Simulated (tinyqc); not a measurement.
## Body thickness for a wanted scale length

Problem. A double-gate structure has tan(pi ti/Lambda) tan(pi ts/(2 Lambda)) = ei/eps_r, both angles below pi/2. Find ts.

Values chosen for this exercise; permittivities: semiconductor close to that of gallium nitride, insulator close to that of silicon nitride: relative permittivity of the semiconductor eps_r = 9.36; relative permittivity of the insulator ei = 7.5; insulator thickness ti = 2.9 nm.

Lambda = 12.370508 nm

Solution. The condition is explicit in ts: an arctangent, taken between 0 and pi/2.

ts = 5.70 nm

Program tinyqc, `OMP_NUM_THREADS=1 python tinyqc.py 2420126 2420127 out.jsonl`; Intel Xeon 2.30GHz, shared host, one thread, about 0.01 s.
